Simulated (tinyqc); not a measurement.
Effective mass of the light-hole band from tabulated energies: one step. The non-parabolic form. Two cases, with inputs chosen for the exercise.

Question. E (1 + alpha E) = c k^2/m means that y = c k^2/E is a straight line in E with intercept m and slope m alpha. Fit the line by unweighted least squares over points 1 to 8, E in eV.

c = hbar^2/2m0.
Constants: hbar^2/2m0 = 3.80998211 eV angstrom^2.

Give: y; m; alpha.

Case 1.

Energies along [100], from the band edge downward:
```
k (1/angstrom)    E (meV)
0.0000000        0.000000
0.0049000        1.014900
0.0098000        4.042000
0.0147000        9.030000
0.0196000       15.894900
0.0245000       24.523300
0.0294000       34.776200
0.0343000       46.493500
0.0392000       59.498700
```

reference mass (curvature of the model at k = 0.0001 1/angstrom) = 0.0900091 m0

Answer.

y (m0): 0.09013  0.09053  0.09117  0.09208  0.09326  0.09470  0.09641  0.09840

m = 0.08990 m0
alpha = 1.564 1/eV

The intercept errs by -0.12 %. For this band the scale of alpha is set by Dso = 0.341 eV as well as by the gap.

Case 2.

Energies along [100], from the band edge downward:
```
k (1/angstrom)    E (meV)
0.0000000        0.000000
0.0017000        0.407700
0.0034000        1.624700
0.0051000        3.633300
0.0068000        6.405100
0.0085000        9.902600
0.0102000       14.080500
0.0119000       18.888300
0.0136000       24.271600
```

reference mass (curvature of the model at k = 0.0001 1/angstrom) = 0.0269761 m0

Answer.

y (m0): 0.02701  0.02711  0.02727  0.02751  0.02780  0.02815  0.02856  0.02903

m = 0.02697 m0
alpha = 3.143 1/eV

The intercept errs by -0.04 %. For this band the scale of alpha is set by Dso = 0.392 eV as well as by the gap.

Computed by tinyqc, one run a case: `OMP_NUM_THREADS=1 python tinyqc.py N N+1 out.jsonl` with N = 1850189, 1850554; one thread of a shared Intel(R) Xeon(R) Processor @ 2.30GHz, about 0.01 s a run at most.
